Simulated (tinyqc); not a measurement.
Quantum point contact as a saddle point: one step of the calculation.

Potential V0 - m wx^2 x^2/2 + m wy^2 y^2/2; energies are counted from V0. Mode n = 0, 1, ... transmits T_n(E) = 1/(1 + exp(-2 pi (E - E_n)/wx)), E_n = wy (n + 1/2); each mode carries 2 q^2/h.

Problem. Thermal average on a coarse grid. g(T) = int g(E) (-df/dE) dE = int g(mu + x kB T) dx/(4 cosh^2(x/2)), g(E) the zero-temperature value at E, g = G/(2 q^2/h). Simpson's rule on nE equally spaced x from -xm to xm.

Values chosen for this exercise:
- T = 2.5 K (temperature)
- wy = 3.6 meV (transverse quantum hbar wy)
- wx = 1.9 meV (curvature of the barrier hbar wx)
- mu = 10.52 meV (Fermi level above the saddle point)
- nE = 13 (points of the energy grid)
- xm = 8 (half-range of the grid in kB T)

Constants: q = 1.602176634e-19 C, kB = 1.380649e-23 J/K, Vt = kB T/q. Results are converted to the units shown.

Wanted: x; E; g(E); weight; integral of the weight; g(T); g(T) divided by the integral of the weight.

Solution.

| point | x | E (meV) | g(E) | weight |
|---|---|---|---|---|
| 0 | -8.000 | 8.80 | 2.338 | 0.0003 |
| 1 | -6.667 | 9.08 | 2.569 | 0.0013 |
| 2 | -5.333 | 9.37 | 2.773 | 0.0048 |
| 3 | -4.000 | 9.66 | 2.898 | 0.0177 |
| 4 | -2.667 | 9.95 | 2.958 | 0.0607 |
| 5 | -1.333 | 10.23 | 2.984 | 0.1651 |
| 6 | 0.000 | 10.52 | 2.995 | 0.2500 |
| 7 | 1.333 | 10.81 | 3.000 | 0.1651 |
| 8 | 2.667 | 11.09 | 3.006 | 0.0607 |
| 9 | 4.000 | 11.38 | 3.017 | 0.0177 |
| 10 | 5.333 | 11.67 | 3.044 | 0.0048 |
| 11 | 6.667 | 11.96 | 3.106 | 0.0013 |
| 12 | 8.000 | 12.24 | 3.235 | 0.0003 |

integral of the weight = 0.9933
g(T) = 2.968
g(T) divided by the integral of the weight = 2.988

Program tinyqc, `OMP_NUM_THREADS=1 python tinyqc.py 2740107 2740108 out.jsonl`; Intel Xeon 2.30GHz, shared host, one thread, about 0.07 s.
